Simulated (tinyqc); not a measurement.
Random telegraph noise from one oxide trap in a small MOSFET: one step of the calculation.

An acceptor-like trap exchanges electrons with the channel. Inversion charge Q = Cox u, u = n Vt W0(exp((Vg - VT)/(n Vt))), W0 the Lambert function, n = nf, Cox = eps0 eox/tox; linear regime Id = (W/L) mu Q Vd. Relative to threshold the surface potential rises by Vt ln(u/u0) and the oxide voltage by the rest of Vg - VT, with u0 = n Vt W0(1).

Question. Lorentzian spectrum. Spectrum S(f) = 4 dI^2/{(tc + te)[(1/tc + 1/te)^2 + (2 pi f)^2]}; corner fc = (1/tc + 1/te)/(2 pi); variance dI^2 tc te/(tc + te)^2. Give S at f = 0, at fc and at 10 fc.

tc = 5773.0562 s
te = 5750.5891 s
dI = 5.5730432 nA

Give: fc; S(0); S(fc); S(10 fc); rms current.

Answer.

fc = 5.5245e-5 Hz
S(0) = 8.9477e-14 A^2/Hz
S(fc) = 4.4738e-14 A^2/Hz
S(10 fc) = 8.8591e-16 A^2/Hz
rms current = 2.7865 nA

The rms value is 0.500 of the step; it reaches its largest share, 1/2, when tc = te.

Range of the model: VT is taken as given; short-channel effects and the uneven flow of current among few electrons are left out.

Numbers from tinyqc (`OMP_NUM_THREADS=1 python tinyqc.py 2710132 2710133 out.jsonl`; about 0.01 s on one thread of a shared Intel Xeon 2.30GHz).
